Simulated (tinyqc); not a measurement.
ESD clamp with bipolar snapback, compact model and design window: two steps of the calculation.

The drain junction multiplies the current that enters it: Igen = (M - 1)(Ic + I0), M = 1/(1 - (Vj/BV)^n). The generated holes leave through the substrate resistance and the base of the parasitic npn: Igen = Vb/Rb + Ic/be, Ic = Is exp(Vb/Vt). Terminal current I = Ic + I0 + Igen and voltage V = Vj + I Ro, per width. Isothermal, constant gain.

Values chosen for this exercise; values close to those of grounded-gate n-channel clamps:
- T = 300 K (temperature)
- BV = 8.2 V (junction breakdown voltage)
- n = 2.6 (exponent of the multiplication)
- be = 3.5 (current gain of the parasitic npn)
- Is = 1.1e-18 A/um (saturation current)
- I0 = 7.2e-12 A/um (junction leakage)
- Rb = 12000 ohm um (substrate resistance)
- Ro = 160 ohm um (drain ballast and contact resistance)
- It2 = 4 mA/um (failure current for 100 ns)

Constants: q = 1.602176634e-19 C, kB = 1.380649e-23 J/K, Vt = kB T/q. Results are converted to the units shown.

Question 1. The snapback curve. For given Vb: Ic, Igen, M = 1 + Igen/(Ic + I0), Vj = BV (1 - 1/M)^(1/n), I and V.

Vb, point 0 to 8 (V): [0.05, 0.3, 0.517, 0.577, 0.627, 0.756, 0.875, 0.895, 0.925]

Wanted: Ic; M; Vj; I; V.

Answer 1.

```
point  Ic (uA/um)        M  Vj (V)  I (uA/um)  V (V)
0       7.609e-12  5.787e5   8.200      4.167  8.201
1        1.206e-7  3.415e6   8.200      25.00  8.204
2        5.329e-4  7.978e4   8.200      43.08  8.207
3        0.005427     8849   8.200      48.09  8.207
4         0.03754     1393   8.198      52.30  8.206
5           5.516    12.71   7.946      70.09  7.957
6           550.5    1.418   5.127      780.7  5.251
7            1193    1.348   4.872       1609  5.129
8            3808    1.306   4.692       4973  5.488
```

V peaks at Vt1 = 8.207 V and falls to Vh = 5.129 V: once the npn supplies current, a small M feeds the base. At high current M tends to 1 + 1/be and Vj to BV (1 + be)^(-1/n) = 4.598 V.

Question 2. Base voltage at the failure current. I(Vb) = Ic (1 + 1/be) + I0 + Vb/Rb, I' = Ic (1 + 1/be)/Vt + 1/Rb; Newton steps on ln I: Vb(new) = Vb - ln(I/It2) I/I'. V follows from the introduction.

Vb at the start = 0.83 V

Give: I; V; I'; Vb after iteration 1.

Answer 2.

I = 0.1933 mA/um
V = 6.314 V
I' = 4.885 mS/um
Vb after iteration 1 = 0.9499 V

tinyqc, about 0.01 s, one thread, Intel Xeon 2.30GHz (shared host): `OMP_NUM_THREADS=1 python tinyqc.py 2670042 2670043 out.jsonl`
